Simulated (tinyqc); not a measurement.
Configuration-coordinate model of a defect: Huang-Rhys factor and luminescence line shape: one step, computed by the program tinyqc.

Ground state E_g(Q) = (1/2) omega_g^2 Q^2; excited state E_e(Q) = E_0 + (1/2) omega_e^2 (Q - dQ)^2 with omega_e = omega_g and E_0 = E_ZPL. Q is mass-weighted; the dipole does not depend on Q (Condon approximation).

Task: Crossing, radiative lifetime and thermal quenching. The curves cross at the root Q_c nearest dQ; the barrier is (1/2) omega_e^2 (Q_c - dQ)^2, with (1/2) omega^2 = (hbar omega)^2/(2 hbar^2/u). k_r = n_r omega^3 mu^2/(3 pi eps_0 hbar c^3) at the vertical emission energy, without local-field correction; k_nr = nu_0 exp(-barrier/k_B T) (Mott-Seitz); yield = k_r/(k_r + k_nr); T_1/2 = barrier/(k_B ln(nu_0/k_r)).

Inputs (values chosen for the exercise, for a model defect in a wide-gap host):

| quantity | value | unit |
|---|---|---|
| zero-phonon energy E_ZPL | 2.35 | eV |
| displacement dQ | 0.413 | u^(1/2) angstrom |
| ground-state phonon hbar omega_g | 52.9 | meV |
| temperature T | 77 | K |
| refractive index n_r | 1.89 | - |
| transition dipole mu | 2.1 | e angstrom |
| quenching prefactor nu_0 | 3e+12 | 1/s |

Modes: equal frequencies in both states.

vertical emission energy = 2.292906 eV

Constants: hbar^2/u = 4.18015928e-03 eV angstrom^2; hbar = 6.582119569e-16 eV s; e = 1.602176634e-19 C; eps_0 = 8.8541878128e-12 F/m; hbar = 1.054571817e-34 J s; c = 299792458 m/s; k_B = 8.617333262e-05 eV/K.

Give: Q_c; classical barrier; radiative lifetime; luminescence yield; quenching temperature T_1/2.

Result:

Q_c = 8.706 u^(1/2) angstrom

classical barrier = 23.02 eV

radiative lifetime = 2.622 ns

luminescence yield = 1

quenching temperature T_1/2 = 29782 K

The barrier is so high that this route does not halve the yield below 1000 K. Caution: the curves cross far outside the range of the harmonic model, so the barrier and T_1/2 have no quantitative meaning.
